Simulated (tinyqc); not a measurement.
Band offset of a heterojunction with an interface dipole (two-band chains, self-consistent charge), step by step. Values are carried at full precision from step to step, so a last printed digit may differ when a step is redone from the rounded ones.

Sites alternate A, C. Left: A at -G1/2, C at +G1/2, hopping -t1; right: A at D - G2/2, C at D + G2/2, hopping -t2; the bonds across the two interfaces of a ring (C left to A right, C right to A left) have -sqrt(t1 t2). D is the offset of the mid-gaps, so Ev(right) - Ev(left) = D - (G2 - G1)/2 and Ec(right) - Ec(left) = D + (G2 - G1)/2. The closing bond has its sign reversed (antiperiodic ring). Half the levels are filled with two electrons each. The charge moved is q = (electrons on the left) less one a site; the mean over the two interfaces, q/2, is taken as the charge that crosses each, and its dipole opposes the offset: D = D0 - u q/2.

Parameters, chosen for this exercise (gaps near those of Si and Ge; the chains and D0 are free models, so the offsets are not those of the real pair; the results hold for these values, not for the real material):
- G1 = 1.1 eV (gap on the left)
- G2 = 0.72 eV (gap on the right)
- t1 = 2.35 eV (hopping on the left)
- t2 = 2.53 eV (hopping on the right)
- D0 = -0.38 eV (mid-gap of the right side above that of the left, without dipole)
- n = 3 (cells a side in the small ring)
- u = 7.8 eV (potential step per electron moved across)
- mx = 0.2 (mixing)

## The small ring at D = D0

Fill in H.

H (eV), lower triangle:
```
         AL1      CL1      AL2      CL2      AL3      CL3      AR1      CR1      AR2      CR2      AR3      CR3
AL1  -0.5500
CL1  -2.3500   0.5500
AL2        0  -2.3500  -0.5500
CL2        0        0  -2.3500   0.5500
AL3        0        0        0  -2.3500  -0.5500
CL3        0        0        0        0  -2.3500   0.5500
AR1        0        0        0        0        0  -2.4383  -0.7400
CR1        0        0        0        0        0        0  -2.5300  -0.0200
AR2        0        0        0        0        0        0        0  -2.5300  -0.7400
CR2        0        0        0        0        0        0        0        0  -2.5300  -0.0200
AR3        0        0        0        0        0        0        0        0        0  -2.5300  -0.7400
CR3   2.4383        0        0        0        0        0        0        0        0        0  -2.5300  -0.0200
```

## Levels and site charges

Diagonalise, fill the lower half with two electrons each, and sum the electrons on the left (L) less one a site.

levels (eV): -5.1845  -4.7473  -3.7105  -3.5858  -1.5633  -1.4864  1.0495  1.2630  3.2613  3.3276  4.5225  4.5740

electrons on the sites: AL1 1.1738, CL1 0.7650, AL2 1.1979, CL2 0.7613, AL3 1.1999, CL3 0.7605, AR1 1.1990, CR1 0.8574, AR2 1.1801, CR2 0.8623, AR3 1.1778, CR3 0.8649

q = -0.1416 electrons

Electrons move to the right, the side whose mid-gap lies lower.

## Self-consistent offset

From here on the ring has 24 cells a side.

Start at D = D0; D(out) = D0 - u q(D)/2; D(new) = D + mx (D(out) - D); stop when |D(out) - D| < 1e-7 eV.

Iterations:

| i | D (eV) | q | D(out) (eV) | D(out) - D |
|---|---|---|---|---|
| 0 | -0.38000 | -0.22844 | 0.51092 | 0.891 |
| 1 | -0.20182 | -0.11904 | 0.08427 | 0.286 |
| 2 | -0.14460 | -0.08500 | -0.04852 | 0.0961 |
| 3 | -0.12538 | -0.07363 | -0.09283 | 0.0326 |
| 4 | -0.11887 | -0.06979 | -0.10782 | 0.0111 |
| 5 | -0.11666 | -0.06849 | -0.11290 | 0.00376 |
| 6 | -0.11591 | -0.06804 | -0.11463 | 0.00128 |
| 7 | -0.11565 | -0.06789 | -0.11522 | 0.000434 |
| 8 | -0.11557 | -0.06784 | -0.11542 | 0.000148 |
| ... | ... | ... | ... | ... |
| 11 | -0.11552 | -0.06782 | -0.11552 | 5.80e-06 |
| 12 | -0.11552 | -0.06782 | -0.11552 | 1.97e-06 |
| 13 | -0.11552 | -0.06782 | -0.11552 | 6.71e-07 |
| 14 | -0.11552 | -0.06781 | -0.11552 | 2.28e-07 |
| 15 | -0.11552 | -0.06781 | -0.11552 | 7.75e-08 |

D = -0.1155 eV

Converged at i = 15: the dipole removes 70 % of the starting offset.

## Linear response

chi = (q(+h) - q(-h))/(2h) at D = 0 with h = 0.01 eV; S = 1/(1 + u chi/2); linear estimate D = S D0.

chi = 0.58568 1/eV
S = 0.3045
linear estimate of D = -0.1157 eV

The self-consistent value is -0.1155 eV, +0.2 meV from the estimate. At D = 0 no net charge crosses: the mid-gaps are the neutrality levels of these symmetric chains.

## The line-up

Ev(right) - Ev(left) = D - (G2 - G1)/2 and Ec(right) - Ec(left) = D + (G2 - G1)/2, for D0, for the self-consistent D and for D = 0. Type I: the offsets have opposite signs; type III: one valence edge lies above the other conduction edge; else type II.

Offsets (eV):

| case | D | valence | conduction | type |
|---|---|---|---|---|
| no dipole | -0.380 | -0.190 | -0.570 | type II (staggered) |
| self-consistent | -0.116 | 0.074 | -0.306 | type I (straddling) |
| neutrality levels aligned | 0.000 | 0.190 | -0.190 | type I (straddling) |

The dipole changes the type of the junction.

## Checks

- q at D = 0 against zero, as particle-hole symmetry demands: both 0.000000.
- q at the self-consistent D on 24 against 48 cells a side: both -0.0678.

(tinyqc, `OMP_NUM_THREADS=1 python tinyqc.py 1452711 1452712 out.jsonl`, Intel(R) Xeon(R) Processor @ 2.30GHz, 1 thread, shared host, about 0.4 s.)
